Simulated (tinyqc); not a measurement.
Inside a calculation. Method: Hueckel theory of the pi electrons with the omega technique, for the molecule C=CC=CC(=C)N (SMILES; centres numbered as the heavy atoms are written). One step of it, computed by the program tinyqc.

Question. Omega technique, round 2. h_r = h_r(0) + omega q_r, omega = 1.4, with q_r = z_r - P_rr.

Hueckel matrix in units of beta (H = alpha + beta A), lower triangle:
```
          1C        2C        3C        4C        5C        6C        7N
1C  0.000000
2C  1.000000  0.000000
3C  0.000000  1.000000  0.000000
4C  0.000000  0.000000  1.000000  0.000000
5C  0.000000  0.000000  0.000000  1.000000  0.000000
6C  0.000000  0.000000  0.000000  0.000000  1.000000  0.000000
7N  0.000000  0.000000  0.000000  0.000000  0.800000  0.000000  1.500000
```

charge and bond-order matrix P, lower triangle:
```
           1C         2C         3C         4C        5C         6C        7N
1C   1.039682
2C   0.870277   0.994304
3C  -0.037730   0.483842   1.043691
4C  -0.386227   0.004739   0.785418   0.982141
5C   0.033348  -0.084580  -0.033936   0.470480  1.041892
6C   0.298892  -0.022418  -0.379486   0.061377  0.839964   0.964110
7N   0.001050   0.028367  -0.022837  -0.092123  0.248871  -0.235706  1.934180
```

Centres:

| centre | z_r, pi electrons of the neutral centre | h |
|---|---|---|
| 1C | 1 | 0.000000 |
| 2C | 1 | 0.000000 |
| 3C | 1 | 0.000000 |
| 4C | 1 | 0.000000 |
| 5C | 1 | 0.000000 |
| 6C | 1 | 0.000000 |
| 7N | 2 | 1.500000 |

Give: matrix after round 2.

Answer.

matrix after round 2, lower triangle:
```
         1C      2C       3C      4C       5C      6C      7N
1C  -0.0556
2C   1.0000  0.0080
3C   0.0000  1.0000  -0.0612
4C   0.0000  0.0000   1.0000  0.0250
5C   0.0000  0.0000   0.0000  1.0000  -0.0586
6C   0.0000  0.0000   0.0000  0.0000   1.0000  0.0502
7N   0.0000  0.0000   0.0000  0.0000   0.8000  0.0000  1.5921
```
